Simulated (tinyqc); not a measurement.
Worked calculation: G0W0 on RHF in the sto-3g basis, for H4, spin multiplicity 1. One step of it, computed by the program tinyqc.

Question. G0W0 on Hartree-Fock: HOMO. W(p,q,m) = sqrt2 sum_ia (pq|ia) (X+Y)_ia,m; Sigma_c(x) = sum_(i,m) W^2/(x - e_i + w_m) + sum_(a,m) W^2/(x - e_a - w_m); solve x = e_p + Sigma_c(x) by Newton steps; Z = 1/(1 - dSigma/dx); 1 hartree = 27.211386 eV.

orbital energies (hartree): MO1 -0.657226, MO2 -0.489645, MO3 0.570393, MO4 0.811134

Two-electron integrals over orbitals (pq|rs), unique and non-zero (hartree):
```
(11|11) 0.488432   (21|21) 0.193885   (22|11) 0.489962   (22|22) 0.502338
(31|31) 0.098420   (32|32) 0.083087   (33|11) 0.473457   (33|22) 0.477761
(33|33) 0.482880   (41|32) 0.081487   (41|41) 0.079968   (42|31) 0.102179
(42|42) 0.110033   (43|21) 0.190263   (43|43) 0.208134   (44|11) 0.483483
(44|22) 0.494067   (44|33) 0.494430   (44|44) 0.511106
```

excitation energies w (hartree): 1.160472  1.262169  1.631505  1.659835

X + Y:
```
             1          2         3         4
1>3   0.000000   0.781720  0.528862  0.000000
1>4  -0.340815   0.000000  0.000000  0.896344
2>3   0.910823   0.000000  0.000000  0.242130
2>4   0.000000  -0.618939  0.707760  0.000000
```

Give: The 12 largest terms at x = e_p; Newton steps; quasiparticle energy of the HOMO; Hartree-Fock value.

Answer.

The 12 largest terms at x = e_p (hartree; W for the signs of X + Y given):

| q | m | W | term |
|---|---|---|---|
| 4 | 3 | 0.187 | -0.012 |
| 3 | 4 | 0.132 | -0.006 |
| 3 | 1 | 0.068 | -2.07e-03 |
| 4 | 2 | 0.017 | -1.08e-04 |

Newton steps (hartree):

| step | x | Sigma_c(x) | Z |
|---|---|---|---|
| 0 | -0.490 | -0.020 | 0.993 |
| 1 | -0.510 | -0.020 | 0.993 |
| 2 | -0.510 | -0.020 | 0.993 |

quasiparticle energy of the HOMO = -13.876 eV

Hartree-Fock value = -13.324 eV
